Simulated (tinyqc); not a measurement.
Implant damage, amorphisation by cascade overlap, and solid-phase epitaxial regrowth: one step, computed by the program tinyqc.

Range and width of the damage are inputs. Dynamic annealing enters only through the surviving share f.

Question. Overlap model. Gibbons model: a point turns amorphous after n + 1 hits; with y = A_i Q the amorphous share is 1 - exp(-y) sum_(k=0..n) y^k/k!. Doses are set by y.

Inputs (values chosen for the exercise, modelled on arsenic ions in silicon): overlaps needed n = 1; area amorphised by one track A_i = 3.2 nm^2.

Give: the table «Amorphous share» with the columns Q (1/cm^2), direct impact (n = 0), given n, for y = 0.1, 0.3, 0.6, 1.0, 2.0, 3.0, 5.0, 8.0.

Answer.

Amorphous share:

| y | Q (1/cm^2) | direct impact (n = 0) | given n |
|---|---|---|---|
| 0.1 | 3.125e+12 | 0.0952 | 0.0047 |
| 0.3 | 9.375e+12 | 0.2592 | 0.0369 |
| 0.6 | 1.875e+13 | 0.4512 | 0.1219 |
| 1.0 | 3.125e+13 | 0.6321 | 0.2642 |
| 2.0 | 6.250e+13 | 0.8647 | 0.5940 |
| 3.0 | 9.375e+13 | 0.9502 | 0.8009 |
| 5.0 | 1.562e+14 | 0.9933 | 0.9596 |
| 8.0 | 2.500e+14 | 0.9997 | 0.9970 |

At small y the share grows as y^2; between the first rows the exponent is 1.88.
